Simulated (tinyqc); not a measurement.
Floating body of a partially depleted SOI transistor: body voltage and kink: one step of the calculation.

Source at 0 V. Channel current Ic = 2 nf K Vt^2 [F(0) - F(Vd)](1 + la Vd), F(V) = ln^2(1 + exp((Vg - VT - nf V)/(2 nf Vt))), VT = VT0 - gb Vb. Saturation voltage Vs = 2 Vt sqrt(F(0)) + 3 Vt, excess Ve = (Vd - Vs + sqrt((Vd - Vs)^2 + 0.0004 V^2))/2, multiplication M1 = Ai Ve exp(-Bl/Ve). Each junction passes D(v) = J1 (exp(v/Vt) - 1) + J2 (exp(v/(2 Vt)) - 1). Bipolar current Ib = bb J1 (exp(Vb/Vt) - 1). The body settles where M1 (Ic + Ib) = D(Vb) + D(Vb - Vd) + Vb/Rb; drain current Id = (1 + M1)(Ic + Ib) - D(Vb - Vd).

Task. New Vb. Current into the body I_in = M1 (Ic + Ib) - D(Vb - Vd), current out I_out = D(Vb) + Vb/Rb; f = ln(I_in/I_out), s = df/dVb by central differences over 1e-5 V, Vb(new) = Vb - f/s.

Inputs (values chosen for the exercise); values of the order met in partially depleted silicon-on-insulator transistors:

| symbol | value | unit | meaning |
|---|---|---|---|
| T | 300 | K | temperature |
| VT0 | 0.51 | V | threshold at zero body voltage |
| gb | 0.34 |  | fall of the threshold per volt of body voltage |
| nf | 1.24 |  | slope factor |
| K | 510 | uA/(V^2 um) | gain factor per width |
| la | 0.07 | 1/V | channel-length modulation factor |
| Ai | 2.01 | 1/V | impact-ionisation prefactor |
| Bl | 7.7 | V | impact-ionisation voltage |
| J1 | 1.8e-12 | uA/um | diffusion saturation current of each junction |
| J2 | 2.3e-9 | uA/um | recombination saturation current of each junction |
| bb | 0 |  | gain of the lateral bipolar transistor on the diffusion current |
| Rb | 1e9 | kohm um | resistance of a weak body tie to the source (1e9 stands for no tie, and the term is then dropped) |
| Vg | 0.42 | V | gate voltage |
| Vd | 1.9 | V | drain voltage |

Constants: q = 1.602176634e-19 C, kB = 1.380649e-23 J/K, Vt = kB T/q. Results are converted to the units shown.

Vb at the start = 0.57 V

Find: Ic; Ve; M1; I_in; I_out; f; s; Vb after iteration 1.

Result.

Ic = 3.102 uA/um
Ve = 1.729 V
M1 = 0.04050
I_in = 0.1257 uA/um
I_out = 0.006915 uA/um
f = 2.900
s = -34.09 1/V
Vb after iteration 1 = 0.6551 V

Range of the model: The multiplication law is an empirical form chosen for the exercise; self-heating and capacitive coupling to the body are left out, and the linear laws are rough once Vb passes about 0.7 V or M1 about 0.1.

Computed by the program tinyqc: `OMP_NUM_THREADS=1 python tinyqc.py 2182092 2182093 out.jsonl`, one thread of a shared Intel Xeon 2.30GHz, about 0.2 s for the whole run.
